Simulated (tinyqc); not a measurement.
Worked calculation: adsorption as a lattice gas: isotherms with interactions, competition, desorption peaks and saturation dose. Computed by tinyqc, a small Python program that keeps every step. Command: `OMP_NUM_THREADS=1 python tinyqc.py 3030323 3030324 out.jsonl adsorb walk`. One thread of a shared host (Intel(R) Xeon(R) Processor @ 2.30GHz), about 0.2 s of CPU time with the checks. Intermediate numbers are printed to about 6 digits and carried at full precision; extremes and crossings named in words are read from the listed rows.

One adsorbate per site; a molecule needs 1 empty site. Gas and surface have the same temperature.

Inputs (values chosen for the exercise, for a model surface):

| quantity | value | unit |
|---|---|---|
| desorption energy E | 1.72 | eV |
| prefactor nu | 5.1e+12 | 1/s |
| pair energy w (positive repels) | 0.08 | eV |
| neighbours z | 6 | - |
| site density N_s | 4 | 1/nm^2 |
| molecular mass M | 110 | u |
| sticking coefficient s0 | 0.079 | - |
| temperature T | 569 | K |
| pressure p | 1.3e-05 | Pa |
| blocking by a second gas, K_B p_B | 0.27 | - |
| heating rate beta | 1.2 | K/s |
| aspect ratio a (depth over diameter) of a hole | 60 | - |

Adsorption: molecular (first order).

Constants: u = 1.6605390666e-27 kg; k_B = 1.380649e-23 J/K; k_B = 8.617333262e-05 eV/K.

## Flux and the Langmuir coverage

Flux F = p/sqrt(2 pi M k_B T); k_d = nu exp(-E/(k_B T)); s0 F (1 - theta) = N_s k_d theta, so y = s0 F/(N_s k_d), theta = y/(1 + y). With a second gas on the same sites theta = y/(1 + y + K_B p_B).

flux F = 0.136910 1/(nm^2 s)

k_d = 0.00297229 1/s

y = 0.909726

Langmuir coverage = 0.476365

coverage with the second gas = 0.417358

## Coverage with interactions

With u = w/(k_B T). Mean field: theta/(1 - theta) = y exp(-z u theta). Quasi-chemical: theta/(1 - theta) = y [(r - 1 + 2 theta)(1 - theta)/((r + 1 - 2 theta) theta)]^(-z/2) exp(-z u/2), r = sqrt(1 - 4 theta (1 - theta)(1 - exp(-u))).

u = 1.63157

coverage, mean field = 0.159844

coverage, quasi-chemical = 0.202078

Repulsion lowers the coverage from 0.4764. Both theories put half coverage at ln y = z u/2 = 4.895; here ln y = -0.095. Caution: for z u near 4 or above (near 8 on the triangular lattice, z = 6) mean field itself predicts sublattice order near half coverage (the exact threshold is higher); both uniform formulas leave ordering out.

## Isotherms

The formulas are those given above.

Coverage; the first column is ln y - z u/2:

| ln y - z u/2 | no interaction | mean field | quasi-chemical |
|---|---|---|---|
| -5.0 | 0.473699 | 0.159224 | 0.201337 |
| -3.0 | 0.869291 | 0.286669 | 0.333747 |
| -2.0 | 0.947584 | 0.356173 | 0.392586 |
| -1.0 | 0.980056 | 0.427629 | 0.447366 |
| -0.5 | 0.987808 | 0.463759 | 0.473819 |
| 0.0 | 0.992569 | 0.500000 | 0.500000 |
| 0.5 | 0.995480 | 0.536241 | 0.526181 |
| 1.0 | 0.997254 | 0.572371 | 0.552634 |
| 2.0 | 0.998988 | 0.643827 | 0.607414 |
| 3.0 | 0.999627 | 0.713331 | 0.666253 |
| 5.0 | 0.999950 | 0.840776 | 0.798663 |

At half coverage the slope d theta/d ln y is 1/4 without interaction, 1/(4 + z u) = 0.073 in mean field and 0.052 in the pair theory, 1/[4 + 2 z (exp(u/2) - 1)]. Repulsion spreads the filling over a wider range of pressure; the two theories differ by at most 0.047 in these rows.

## Desorption peak without interaction

The peak obeys E/(k_B T_p^2) = (nu/beta) exp(-E/(k_B T_p)) exactly. Redhead's shortcut, with the constant 3.46 (3.64 is also in use), reads E back as k_B T_p [ln(nu' T_p/beta) - 3.46], nu' = nu.

peak temperature T_p = 622.865 K

E by Redhead's shortcut = 1.72038 eV

The shortcut misses by +0.02 %, since 3.46 stands for ln(E/(k_B T_p)) = 3.47. A prefactor wrong by a factor 100 would shift E by 0.247 eV.

## Peak against initial coverage

Heating at the rate beta: d theta/dT = -(nu/beta) theta^1 exp(-[E - z w theta]/(k_B T)). Integrated numerically (relative tolerance 1e-9); T_p is the maximum of the rate.

Peak temperatures (K):

| theta_0 | w = 0 | with w |
|---|---|---|
| 0.1 | 622.865 | 609.717 |
| 0.3 | 622.865 | 582.098 |
| 0.5 | 622.865 | 552.710 |
| 0.7 | 622.865 | 521.780 |
| 0.9 | 622.865 | 489.595 |

Without interaction the peak does not move; with w it moves by -120.1 K, so repulsion in first order mimics second-order kinetics.

## Dose to saturate, flat and in a hole

Without desorption or interaction, 99 % coverage needs the time (N_s/(s0 F)) ln 100. For a round hole of aspect ratio a in molecular flow with unit sticking (Gordon), the time is N_s/F x [1 + (19/4) a + (3/2) a^2]. The larger of the two times is a rough guide.

time on a flat surface = 1703.11 s

time for the hole = 166124 s

The hole is limited by transport: for deep holes the dose grows as a^2. Caution: with k_d = nu exp(-E/(k_B T)) of these inputs desorption is not negligible over the time on a flat surface, so without interaction 99 % coverage is not reached.

Checks made by the program: quasi-chemical form at low coverage and at the symmetry point (relative difference 1e-07); T_p against the integrated rate equation (relative difference 3e-09).
